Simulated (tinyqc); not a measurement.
# From one set of inputs to another, one input at a time

Model: hydrogenic impurity: series, fields, screening, photoionisation and donor-acceptor pairs. Computed by tinyqc, a small Python program. Command: `OMP_NUM_THREADS=1 python tinyqc.py 3025815 3025816 out.jsonl hydrogenic ladder`. One thread of a shared host (Intel(R) Xeon(R) Processor @ 2.30GHz), about 0.01 s of CPU time with the checks.

One isotropic, parabolic band. Effective units: Ry* and a*, in which H = -nabla^2 - 2/r.

The inputs printed are set A. Inputs not listed in the table keep their values of set A, so the rows need not describe a real material.

Inputs (values chosen for the exercise, modelled on ZnSe):
```
quantity                   value   unit
electron mass m            0.146    m_0
dielectric constant eps     9.08      -
donor density N          7.2e+16  cm^-3
electric field F            1600   V/cm
```

Parts treated: electric field and pairs.

Constants: Ry = 13.605693123 eV; a_0 = 0.529177210903 angstrom; h x 1 THz = 4.135667696 meV; hbar = 6.582119569e-16 eV s.

Method:
- Ry* = Ry m/eps^2, a* = a_0 eps/m; level n is bound by Ry*/n^2; <r> = (3/2) a* in 1s; lines 1s -> np at Ry* (1 - 1/n^2); 1 THz = 4.135667696 meV.
- Wigner-Seitz radius r_s = (3/(4 pi N))^(1/3); Mott criterion N_c^(1/3) a* = 0.26; overlap of two 1s orbitals at distance d: S = exp(-x)(1 + x + x^2/3), x = d/a*, with d = N^(-1/3).
- f = e F a*/(2 Ry*) is the field in atomic-like units. 1s shifts by -(9/2) f^2 Ry* (polarisability (9/2) a*^3), the n = 2 levels split linearly by +/- 6 f Ry*; the barrier top lies 4 sqrt(f) Ry* below the band edge and passes 1s at f = 1/16; the tunnelling rate of 1s is (2 Ry*/hbar) (4/f) exp(-2/(3 f)).

Each row keeps all changes above it:
```
input moved                 from       to  Ry* (meV)  field at which the barrier passes 1s (V/cm)  overlap S
set A                          -        -      24.09                                         9151     0.0176
electric field F (V/cm)     1600      800      24.09                                         9151     0.0176
dielectric constant eps     9.08     17.4       6.56                                         1300     0.2135
electron mass m (m_0)      0.146      0.2       8.99                                         2440     0.0827
donor density N (cm^-3)  7.2e+16  2.5e+17       8.99                                         2440     0.2675
```

Where does the difference come from?

Ry* goes from 24.1 to 8.99, a factor 0.373 in all. The largest single move comes from dielectric constant eps (a factor 0.272), and electron mass m works against it (a factor 1.37). Field at which the barrier passes 1s goes from 9150 to 2440, a factor 0.267 in all. The largest single move comes from dielectric constant eps (a factor 0.142), and electron mass m works against it (a factor 1.88). Overlap S goes from 0.0176 to 0.268, a factor 15.2 in all. The largest single move comes from dielectric constant eps (a factor 12.2), and electron mass m works against it (a factor 0.387). The single moves hold for this order of the switches; the total does not depend on the order.

Caution (rows dielectric constant eps, donor density N): N lies above the Mott density, where the levels of isolated donors have no meaning.

Extremes, crossings and ranges named in words are read from the listed rows.
